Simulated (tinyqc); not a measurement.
Field from the level spacing.

Question. In a triangular well E_k = a_k (C F^2/mz1)^(1/3), a_1 = 2.338107, a_2 = 4.087949, C = hbar^2/(2 m0), F in eV/nm (1 MV/cm = 0.1 eV/nm). Find F, E_1, the mean distance 2 E_1/(3 F) of the lowest level and the sheet charge eps0 eps_r F/q behind such a field.

Inputs (values chosen for the exercise):
- eps_r = 11.7 (relative permittivity)
- mz1 = 0.918 m0 (mass along z of valley set A (2 valley(s)))

Constants: q = 1.602176634e-19 C, hbar = 1.054571817e-34 J s, m0 = 9.1093837015e-31 kg, eps0 = 8.8541878128e-14 F/cm where lengths are in cm, hbar^2/(2 m0) = 0.0380998212 eV nm^2. Results are converted to the units shown.

spacing of the two lowest levels = 155.47283 meV

Solution. The spacing over a_2 - a_1 is the energy scale (C F^2/mz1)^(1/3), which gives F.

F = 1.300 MV/cm
E_1 = 207.7 meV
mean distance = 1.065 nm
sheet charge over q = 8.406e12 cm^-2

tinyqc, about 1 s, one thread, Intel Xeon 2.30GHz (shared host): `OMP_NUM_THREADS=1 python tinyqc.py 2160126 2160127 out.jsonl`
